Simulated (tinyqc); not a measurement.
# Ballistic Schottky-barrier transistor with a two-dimensional channel, WKB contacts: effects of single changes

Source Fermi level 0, drain Fermi level -Vd. Far from the contacts Ec = pn - psi, and the gate moves psi one to one; the band edges relax as exp(-x/lam) from pn at the source and pn - Vd at the drain; Ev = Ec - Eg. A carrier of energy w inside the channel band meets at a contact a barrier of height D (the contact edge beyond the channel edge): T = 1 for w >= D, else exp(-S), S = 4 lam sqrt(m/C) [sqrt(D - w) - sqrt(w) arctan sqrt((D - w)/w)], C = hbar^2/(2 m0). The two contacts combine as Ts Td/(Ts + Td - Ts Td).

Values chosen for this exercise; channel values close to those of a tungsten diselenide layer: temperature T = 350 K; band gap Eg = 1.4 eV; barrier for electrons at both contacts pn = 0.8 eV; electron mass mn = 0.34 m0; hole mass mp = 0.42 m0; valleys or subbands g = 2; screening length at the contacts lam = 4.4 nm; drain bias Vd = 0.7 V; band shift psi of the channel by the gate ps = -0.17 V.

Constants: q = 1.602176634e-19 C, kB = 1.380649e-23 J/K, hbar = 1.054571817e-34 J s, h = 6.62607015e-34 J s, m0 = 9.1093837015e-31 kg, Vt = kB T/q, hbar^2/(2 m0) = 0.0380998212 eV nm^2. Results are converted to the units shown.

Each table varies one quantity; the others keep the values above.

## Effect of the screening length

I/W = g (2 q^2/h) int T(w) [N(Es + w) - N(Ed + w)] dw with w the energy of motion along the channel, N(y) = (1/2 pi) sqrt(pi m kB T/C) Fm(-y/kB T), Fm(x) = (1/sqrt(pi)) int_0^infinity u^(-1/2)/(1 + exp(u - x)) du. Electrons: Ds = psi, Dd = psi - Vd, Es = Ec, Ed = Ec + Vd. Holes: Ds = -psi, Dd = Vd - psi, Es = -Ev, Ed = -Ev - Vd. The size of each current is taken; both flow from drain to source and add. The integrals are converged.

Results:

| lam (nm) | current of the holes (uA/um) | share over the barriers (%) | \|d psi/d log10\| of this current (mV/decade) |
|---|---|---|---|
| 0.5 | 871.5 | 2.000e-7 | 327.8 |
| 1.6 | 9.083 | 1.919e-5 | 206.5 |
| 2.6 | 0.3857 | 4.519e-4 | 177.9 |
| 3.7 | 0.02649 | 0.006581 | 183.0 |
| 4.8 | 0.003781 | 0.04610 | 213.1 |
| 5.9 | 9.515e-4 | 0.1832 | 258.5 |
| 8 | 1.808e-4 | 0.9640 | 365.9 |

Estimate the missing row, lam = 6.9 nm.

Computed row:

| lam (nm) | current of the holes (uA/um) | share over the barriers (%) | \|d psi/d log10\| of this current (mV/decade) |
|---|---|---|---|
| 6.9 | 3.824e-4 | 0.4559 | 307.3 |

With this row back in the table: The current falls from 872 to 1.81e-4 uA/um, while the share over the barriers rises from 2.00e-7 to 0.964 %: the thermionic part does not depend on lam, and a thinner barrier adds tunnelling. The swing goes from 328 through a minimum of 178 (at lam = 2.6 nm among the rows listed) to 366 mV/decade.

## Barrier height from the temperature dependence

Same model as above.

The apparent barrier is -d ln(I_e/T^1.5)/d(q/kB T), taken between T - 10 K and T + 10 K for the electron current.

Barrier height from the temperature dependence:

| ps (V) | electrons (uA/um) | Ec (eV) | apparent barrier (eV) |
|---|---|---|---|
| -0.25 | 5.20e-13 | 1.05 | 1.05 |
| -0.18 | 5.29e-12 | 0.98 | 0.98 |
| -0.11 | 5.39e-11 | 0.91 | 0.91 |
| -0.04 | 5.49e-10 | 0.84 | 0.84 |
| 0 | 2.07e-9 | 0.80 | 0.80 |
| 0.1 | 5.62e-9 | 0.70 | 0.76 |
| 0.17 | 1.01e-8 | 0.63 | 0.74 |
| 0.24 | 1.85e-8 | 0.56 | 0.71 |
| 0.31 | 3.47e-8 | 0.49 | 0.68 |
| 0.38 | 6.76e-8 | 0.42 | 0.64 |
| 0.45 | 1.37e-7 | 0.35 | 0.61 |

What does the comparison show?

For psi < 0 the channel edge is the highest point, and the apparent barrier follows Ec one to one (1.05 eV against 1.05). At flat band it is 0.800 eV (psi = 0 V), near pn = 0.8 eV. Beyond, the top stays at pn but tunnelling lowers the apparent value to 0.607 eV in the last row, so only the point where the line bends gives the true barrier.

Range of the model: No scattering, image-force lowering, channel charge or band-to-band tunnelling; parabolic kappa overstates S deep in the gap.

Numbers from tinyqc (`OMP_NUM_THREADS=1 python tinyqc.py 2390064 2390065 out.jsonl`; about 0.1 s on one thread of a shared Intel Xeon 2.30GHz).
